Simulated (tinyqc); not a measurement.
# Undoped gate-all-around wire MOSFET, analytic charge model: effects of single changes

An undoped round wire of radius R under an insulator shell and a surrounding gate; long channel, electrons only, n = ni exp((psi - V)/Vt) with V the quasi-Fermi potential (0 at the source, Vd at the drain), constant mobility, no quantisation. The radial Poisson equation gives n(r) = n(0)/(1 - (1 - b) r^2/R^2)^2 with b = Q0/(Q + Q0). Q is the electron charge per area of the wire surface.

Parameters, values chosen for the exercise; material values close to those of gallium arsenide: temperature T = 300 K; band gap Eg = 1.4 eV; relative permittivity of the semiconductor eps_r = 12.7; conduction-band density of states at T Nc = 4.45e17 cm^-3; valence-band density of states at T Nv = 9.09e18 cm^-3; relative permittivity of the gate insulator eox = 8.65; insulator thickness tox = 2.9 nm; wire radius R = 6 nm; gate work function less that of the intrinsic body dphi = 0.14 V; channel mobility mu = 160 cm^2/(V s); gate length L = 2 um; drain voltage Vd = 1 V.

Constants: q = 1.602176634e-19 C, kB = 1.380649e-23 J/K, Vt = kB T/q, eps0 = 8.8541878128e-14 F/cm where lengths are in cm. Results are converted to the units shown.

Each table varies one quantity; the others keep the values above.

## Effect of the wire radius

ni = sqrt(Nc Nv) exp(-Eg/(2 Vt)), Eg in volts; Cox = eps0 eox/(R ln(1 + tox/R)); Q0 = 4 eps0 eps_r Vt/R; V0 = dphi + Vt ln[8 eps0 eps_r Vt/(q ni R^2)]. Q solves Vg - V0 - V = Q/Cox + Vt ln(Q/Q0) + Vt ln(1 + Q/Q0). I = mu (2 pi R/L)[2 Vt (Qs - Qd) + (Qs^2 - Qd^2)/(2 Cox) + Vt Q0 ln((Qd + Q0)/(Qs + Q0))], with Qs at V = 0 and Qd at V = Vd.  I(low) is taken at Vg = 0.61 V, Qs and I(high) at Vg = 1.36 V.

Results:
```
R (nm),V0 (V),I(low) (nA),Qs(high) (nC/cm^2),I(high) (uA)
2,0.9148,1.146e-4,1640,0.3813
2.8,0.8974,2.246e-4,1500,0.4977
3.9,0.8803,4.357e-4,1395,0.6553
7.7,0.8451,0.001698,1253,1.193
11,0.8266,0.003465,1206,1.658
15,0.8106,0.006443,1176,2.222
```

Estimate the missing row, R = 5.5 nm.

Computed row:
```
R (nm),V0 (V),I(low) (nA),Qs(high) (nC/cm^2),I(high) (uA)
5.5,0.8625,8.665e-4,1313,0.8823
```

With this row back in the table: As R goes from 2 to 15 nm, I(low) rises from 1.15e-4 to 0.00644 nA and I(high) rises from 0.381 to 2.22 uA. On average I(low) goes as R^(2.00) and I(high) goes as R^(0.87). Below threshold the charge is proportional to the cross-section of the body; above it the insulator sets the charge. In every row the surface density at the source at the higher gate voltage passes 0.3 Nc, where Boltzmann statistics fail. For R = 2 to 5.5 nm the body is thin enough for quantum confinement, left out here, to raise the threshold.

## Output curve

Same model as above.

I = mu (2 pi R/L)[2 Vt (Qs - Qd) + (Qs^2 - Qd^2)/(2 Cox) + Vt Q0 ln((Qd + Q0)/(Qs + Q0))], with Qs at V = 0 and Qd at V = Vd.

In this table Vg = 1.27 V.

Output curve:
```
Vd (V),Qd (nC/cm^2),Qd/Qs,I (uA)
0.08,816.35,0.78605,0.22363
0.15,628.77,0.60543,0.37604
0.23,426.04,0.41022,0.50298
0.3,264.56,0.25474,0.57555
0.37,128.16,0.12340,0.61643
0.44,36.010,0.034673,0.63275
0.52,2.8337,0.0027285,0.63617
0.59,0.19767,1.9033e-4,0.63638
0.66,0.013224,1.2733e-5,0.63639
```

What does the comparison show?

The current rises from 0.224 to 0.636 uA, while the charge at the drain end falls from 0.79 to 1.3e-5 of that at the source. The current first comes within 1 % of its last value at Vd = 0.44 V among the rows. Over the last rows Qd falls by a factor of e for each Vt of drain voltage: the drain end is in weak inversion. In every row the surface density at the source passes 0.3 Nc, where Boltzmann statistics fail. In every row the body is thin enough for quantum confinement, left out here, to raise the threshold.

Program tinyqc, `OMP_NUM_THREADS=1 python tinyqc.py 2460107 2460108 out.jsonl`; Intel Xeon 2.30GHz, shared host, one thread, about 0.03 s.
